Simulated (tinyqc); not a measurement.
Inside a calculation. Method: empirical pseudopotential in a few plane waves. One step of it, computed by the program tinyqc.

Question. Levels at k. Diagonalise the Hermitian matrix.

H(k) at k (eV):
```
           +0+0+0     -1-1-1     -1-1+1     -1+1-1     -1+1+1     +1-1-1     +1-1+1     +1+1-1
+0+0+0   3.124283   2.251239  -2.251239  -2.251239  -2.251239  -2.251239  -2.251239  -2.251239
-1-1-1   2.251239  11.765424   0.000000   0.000000  -0.775525   0.000000  -0.775525  -0.775525
-1-1+1  -2.251239   0.000000  19.941987   0.775525   0.000000   0.775525   0.000000   0.000000
-1+1-1  -2.251239   0.000000   0.775525   3.960523   0.000000   0.775525   0.000000   0.000000
-1+1+1  -2.251239  -0.775525   0.000000   0.000000  12.137086   0.000000   0.775525   0.775525
+1-1-1  -2.251239   0.000000   0.775525   0.775525   0.000000  21.986128   0.000000   0.000000
+1-1+1  -2.251239  -0.775525   0.000000   0.000000   0.775525   0.000000  30.162691   0.775525
+1+1-1  -2.251239  -0.775525   0.000000   0.000000   0.775525   0.000000   0.775525  14.181227
+1+1+1   2.251239   0.000000  -0.775525  -0.775525   0.000000  -0.775525   0.000000   0.000000
-2+0+0   0.000000  -2.251239  -2.251239  -2.251239   2.251239   0.452172  -0.452172  -0.452172
+0-2+0   0.000000  -2.251239  -2.251239   0.452172  -0.452172  -2.251239   2.251239  -0.452172
+0+0-2   0.000000  -2.251239   0.452172  -2.251239  -0.452172  -2.251239  -0.452172   2.251239
+0+0+2   0.000000  -0.452172   2.251239  -0.452172  -2.251239  -0.452172  -2.251239   0.452172
+0+2+0   0.000000  -0.452172  -0.452172   2.251239  -2.251239  -0.452172   0.452172  -2.251239
+2+0+0   0.000000  -0.452172  -0.452172  -0.452172   0.452172   2.251239  -2.251239  -2.251239

           +1+1+1     -2+0+0     +0-2+0     +0+0-2     +0+0+2     +0+2+0     +2+0+0
+0+0+0   2.251239   0.000000   0.000000   0.000000   0.000000   0.000000   0.000000
-1-1-1   0.000000  -2.251239  -2.251239  -2.251239  -0.452172  -0.452172  -0.452172
-1-1+1  -0.775525  -2.251239  -2.251239   0.452172   2.251239  -0.452172  -0.452172
-1+1-1  -0.775525  -2.251239   0.452172  -2.251239  -0.452172   2.251239  -0.452172
-1+1+1   0.000000   2.251239  -0.452172  -0.452172  -2.251239  -2.251239   0.452172
+1-1-1  -0.775525   0.452172  -2.251239  -2.251239  -0.452172  -0.452172   2.251239
+1-1+1   0.000000  -0.452172   2.251239  -0.452172  -2.251239   0.452172  -2.251239
+1+1-1   0.000000  -0.452172  -0.452172   2.251239   0.452172  -2.251239  -2.251239
+1+1+1  22.357790  -0.452172  -0.452172  -0.452172  -2.251239  -2.251239  -2.251239
-2+0+0  -0.452172  11.486678   0.775525   0.775525  -0.775525  -0.775525   0.000000
+0-2+0  -0.452172   0.775525  29.512283   0.775525  -0.775525   0.000000  -0.775525
+0+0-2  -0.452172   0.775525   0.775525  13.530818   0.000000  -0.775525  -0.775525
+0+0+2  -2.251239  -0.775525  -0.775525   0.000000  29.883945   0.775525   0.775525
+0+2+0  -2.251239  -0.775525   0.000000  -0.775525   0.775525  13.902480   0.775525
+2+0+0  -2.251239   0.000000  -0.775525  -0.775525   0.775525   0.775525  31.928085
```

Give: eigenvalues.

Answer.

eigenvalues (eV): 0.033  3.203  8.522  8.790  12.041  13.953  14.118  19.107  19.670  21.150  22.352  28.693  30.355  31.530  36.344
